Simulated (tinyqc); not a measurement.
Which single mass stands for the valley: donor in an ellipsoidal valley (Kohn-Luttinger variational method). Computed by tinyqc, a small Python program. Command: `OMP_NUM_THREADS=1 python tinyqc.py 3030920 3030921 out.jsonl kohnlutt walk`. One thread of a shared host (Intel(R) Xeon(R) Processor @ 2.30GHz), about 0.03 s of CPU time with the checks.

H = -(d^2/dx^2 + d^2/dy^2) - gamma d^2/dz^2 - 2/r in units built on m_t, with gamma = m_t/m_l and z along the valley axis. One valley; no valley-orbit or central-cell term.

Inputs (values chosen for the exercise, modelled on 3C-SiC): transverse mass m_t = 0.252 m_0; longitudinal mass m_l = 0.674 m_0; dielectric constant eps = 9.5.

Constants: Ry = 13.605693123 eV; a_0 = 0.529177210903 angstrom.

Method:
- Ry* = Ry m_t/eps^2, a* = a_0 eps/m_t, gamma = m_t/m_l.
- Trial function exp(-sqrt((x^2 + y^2)/a^2 + z^2/b^2)) with beta = b/a < 1: E = t/a^2 - u/a, t = (2 + gamma/beta^2)/3, u = 2 arcsin(sqrt(1 - beta^2))/sqrt(1 - beta^2); the best a is 2 t/u and E(beta) = -u^2/(4 t).
- Golden-section search on beta from 0.05 to 0.999, 60 steps.
- Gaussian basis: g = P exp(-al (x^2 + y^2) - be z^2) with P = 1 (s-like), z (2p0) or x (2p+-); al = 0.004 x 2.6^k, k = 0..11, and be/al = 1, gamma^(-1/2) or 1/gamma (36 functions); 1/r = (2/sqrt(pi)) int exp(-t^2 r^2) dt by 48 Gauss-Legendre points after t = sqrt(al_i + al_j) tan(theta); overlap eigenvalues below 1e-10 are dropped.
- A hydrogenic level is Ry m/eps^2 for one mass m; errors are against the Gaussian basis.

gamma = 0.373887

1s binding energy, Gaussian basis = 51.1955 meV

1s binding energy, trial function = 51.1711 meV

1s binding energy:
```
rule                                      mass (m_0)  binding (meV)  error (%)
transverse mass                              0.25200          37.99    -25.793
conductivity mass 3/(2/m_t + 1/m_l)          0.31846          48.01     -6.221
density-of-states mass (m_t^2 m_l)^(1/3)     0.34980          52.73      3.006
longitudinal mass                            0.67400         101.61     98.473
trial function with a and b                        -          51.17     -0.048
mass that fits 1s                            0.33959          51.20      0.000
```

The conductivity mass, which is what a spherical trial function (a = b) gives, falls short by 6.2 %, as a restricted variational bound must; the density-of-states mass is off by +3.0 %. The mass that fits lies between the two.

Extremes, crossings and ranges named in words are read from the listed rows.
